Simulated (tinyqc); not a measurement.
Standing waves and exposure in a photoresist film, step by step. Values are carried at full precision from step to step, so a last printed digit may differ when a step is redone from the rounded ones.

Normal incidence from air. Unexposed resist: N1 = n1 + i k1 with k1 = (A + B) lam/(4 pi), lam in micrometres. r01 = (1 - N1)/(1 + N1), t01 = 2/(1 + N1). Substrate Ns = ns + i ks: r12 = (N1 - Ns)/(N1 + Ns). With p = exp(2 pi i N1 d/lam), the field at depth z is E(z) = t01 [exp(2 pi i N1 z/lam) + r12 p^2 exp(-2 pi i N1 z/lam)]/(1 + r01 r12 p^2), the relative intensity I(z) = n1 |E(z)|^2 and the reflectance R = |(r01 + r12 p^2)/(1 + r01 r12 p^2)|^2.

Values chosen for the exercise (a resist on Cu, indices near tabulated ones; shifted at random, so the results belong to these values and not to a real crystal):
```
symbol  value  unit          meaning
lam     365    nm            vacuum wavelength
n1      1.697                resist index
A       0.8    1/micrometre  bleachable absorption (Dill A)
B       0.11   1/micrometre  fixed absorption (Dill B)
d       681    nm            resist thickness
ns      1.247                substrate n
ks      1.99                 substrate k
C       0.016  cm^2/mJ       exposure rate (Dill C)
D       30     mJ/cm^2       incident dose
Ld      10     nm            diffusion length of the post-exposure bake
```

## Interface coefficients

Form N1, r01, t01 and r12.

N1 = 1.69700+0.02643i
r01 = -0.2585-0.0073i
t01 = 0.7415-0.0073i
r12 = -0.2069-0.5253i
|r12|^2 = 0.3187

Next to the bottom the intensity swings by a factor ((1 + |r12|)/(1 - |r12|))^2 = 12.9 between antinode and node.

## Round trip and reflectance

Form p^2, the denominator and R; the period of the standing wave is lam/(2 n1).

p^2 = -0.2662+0.4676i
1 + r01 r12 p^2 = 0.9226-0.0133i
R = 0.0036
period = 107.54 nm

The film holds 6.33 periods.

## Intensity and exposure over the lowest period

Nine depths from d - period to d. Without bleaching during the exposure the share of unexposed compound is m = exp(-C D I).

Profile:
```
z (nm)      I      m
573.5   0.577  0.758
586.9   0.204  0.907
600.3   0.190  0.913
613.8   0.538  0.772
627.2   1.042  0.606
640.7   1.404  0.510
654.1   1.407  0.509
667.6   1.048  0.605
681.0   0.534  0.774
```

I runs from 0.190 to 1.407 on these points, so m runs from 0.509 to 0.913; the least exposed point listed lies 80.7 nm above the bottom.

## Smoothing by the bake

Gaussian diffusion of length Ld multiplies a cosine of period L by exp(-2 pi^2 Ld^2/L^2). Give that factor, and the Ld that leaves 10 %.

factor = 0.843
Ld for 10 % = 36.73 nm

## Checks

- R against the transfer-matrix product: both 0.0035981.
- Absorption (A + B) d times the mean of I against 1 - R - T: both 0.604.

Run: tinyqc, `OMP_NUM_THREADS=1 python tinyqc.py 1680279 1680280 out.jsonl`; Intel(R) Xeon(R) Processor @ 2.30GHz, one thread, shared host; about 0.01 s of CPU time with all checks.
